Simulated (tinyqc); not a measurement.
# Gated graphene, quantum capacitance, step by step

Computed by the program tinyqc: `OMP_NUM_THREADS=1 python tinyqc.py 2200126 2200127 out.jsonl`, one thread of a shared Intel Xeon 2.30GHz, about 0.01 s for the whole run. Printed values are rounded.

phi is the Fermi level above the Dirac point, in volts; Vg is counted from the gate voltage of charge neutrality. Ideal linear bands, no charge puddles.

Values chosen for this exercise; values close to those of graphene:
- T = 300 K (temperature)
- eox = 3.9 (relative permittivity of the gate insulator (close to silicon dioxide))
- tox = 6.3 nm (insulator thickness)
- vF = 9.44e5 m/s (Fermi velocity)
- Dit = 0 cm^-2 eV^-1 (density of traps)
- Vg = -1.41 V (gate voltage)

Constants: q = 1.602176634e-19 C, kB = 1.380649e-23 J/K, hbar = 1.054571817e-34 J s, Vt = kB T/q, eps0 = 8.8541878128e-14 F/cm where lengths are in cm. Results are converted to the units shown.

## Gate capacitance

Cox = eps0 eox/tox.

Cox = 0.548116 uF/cm^2

## Starting value

phi = Vg.

phi at the start = -1.41 V

## Iteration 1: new phi

N0 = (2/pi)(kB T/(hbar vF))^2; n = N0 F1(phi/Vt), p = N0 F1(-phi/Vt), F1(e) = int_0^infinity u du/(1 + exp(u - e)) = -Li2(-exp(e)); Cq = q d(n - p)/dphi = (q N0/Vt) ln[2 (1 + cosh(phi/Vt))]. Newton: f = phi + q (n - p + Dit phi)/Cox - Vg, phi(new) = phi - f/(1 + (Cq + q Dit)/Cox).

n = 2.26587e-13 cm^-2
p = 1.64094e14 cm^-2
Cq = 37.2507 uF/cm^2
f = -47.9657 V
phi after iteration 1 = -0.714455 V

## Iteration 2: new phi

As before.

n = 0.109618 cm^-2
p = 4.22660e13 cm^-2
Cq = 18.8751 uF/cm^2
f = -11.6590 V
phi after iteration 2 = -0.385441 V

## Course of the iteration

Stop when the step is below 1e-10 V, or after 40 iterations.

Course of the iteration:
```
iteration	phi before the step (V)	step (V)
1	-1.41	0.696
2	-0.714455	0.329
3	-0.385441	0.133
4	-0.252190	0.0325
5	-0.219663	2.20e-3
6	-0.217463	1.02e-5
7	-0.217453	2.16e-10
8	-0.217453	0
```

Converged in 8 iterations.

## Charge and capacitances at the solution

converged phi = -0.217453 V

N0 = (2/pi)(kB T/(hbar vF))^2; n = N0 F1(phi/Vt), p = N0 F1(-phi/Vt), F1(e) = int_0^infinity u du/(1 + exp(u - e)) = -Li2(-exp(e)); Cq = q d(n - p)/dphi = (q N0/Vt) ln[2 (1 + cosh(phi/Vt))]. 1/C_G = 1/Cox + 1/(Cq + q Dit); dphi/dVg = Cox/(Cox + Cq + q Dit).

n - p = -4.07979e12 cm^-2
Cq = 5.74517 uF/cm^2
C_G = 0.500378 uF/cm^2
dphi/dVg = 0.0870954

Cq is 10.5 times Cox, so C_G is 91.3 % of Cox; 15.4 % of the gate voltage has gone into phi.
